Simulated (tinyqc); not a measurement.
Worked calculation: coherent transport through a tight-binding region between two chains. Computed by tinyqc, a small Python program that keeps every step. Settings: temperature = 4, mu = 0.12. Command: `OMP_NUM_THREADS=1 python tinyqc.py 28665 28666 out.jsonl` (the two numbers bound the seeds that draw the settings). One thread of a shared host (Intel(R) Xeon(R) Processor @ 2.60GHz), about 0.07 s of CPU time with the checks.

## Transmission at E = 0.35 eV

H of the central region (eV), lower triangle:
```
           1          2          3         4
1   0.000000
2  -1.330000   0.000000
3   0.000000  -0.430000   0.000000
4   0.000000   0.000000  -0.990000  0.000000
```

Leads: semi-infinite chains with site energy 0:
```
parameter                           value
lead hopping t (eV)              1.910000
coupling to the left lead (eV)   1.300000
coupling to the right lead (eV)  1.400000
left contact site                       1
right contact site                      4
```

E = 0.350000 eV

Surface Green function g = (E - i sqrt(4 t^2 - E^2)) / (2 t^2); self-energy tc^2 g on each contact site; G = (E - H - Sigma)^(-1); Gamma = -2 Im Sigma; T = Gamma_L Gamma_R |G_LR|^2; local density of states -Im G_ii / pi.

g = 0.047970-0.521358i 1/eV

G (1/eV), lower triangle:
```
                     1                    2                   3                    4
1  -0.148798-0.135206i
2   0.692396+0.125915i  -0.056589-0.484157i
3  -0.103342+0.315706i   0.230044+0.004625i  0.132395-0.980250i
4  -0.264203-0.166303i  -0.056750+0.208655i  0.863377+0.344544i  -0.280585-0.212437i
```

local density of states (1/eV): 0.043037  0.154112  0.312023  0.067621

transmission = 0.350995

## Transmission across the band

The same steps on a grid of energies.

T(E):
```
E (eV)              T
-3.62900000  0.000022
-3.26610000  0.000153
-2.90320000  0.000690
-2.54030000  0.003108
-2.17740000  0.015864
-1.81450000  0.088893
-1.45160000  0.307683
-1.08870000  0.439852
-0.72580000  0.423777
-0.36290000  0.353087
0.00000000   0.321970
0.36290000   0.353087
0.72580000   0.423777
1.08870000   0.439852
1.45160000   0.307683
1.81450000   0.088893
2.17740000   0.015864
2.54030000   0.003108
2.90320000   0.000690
3.26610000   0.000153
3.62900000   0.000022
```

levels of the isolated region (eV): -1.453846  -0.905667  0.905667  1.453846

## Current

I = (2e/h) int T(E) [f(E - mu - V/2) - f(E - mu + V/2)] dE at 4 K with mu = 0.12 eV, the bias not changing H; 2e^2/h = 77.48092 microsiemens; the integral runs over the band on 4001 points.

Current:
```
V (volt)  I (microampere)
0.010000         0.249492
0.050000         1.263242
0.100000         2.526952
0.200000         5.058698
0.400000        10.181556
0.800000        20.941390
```
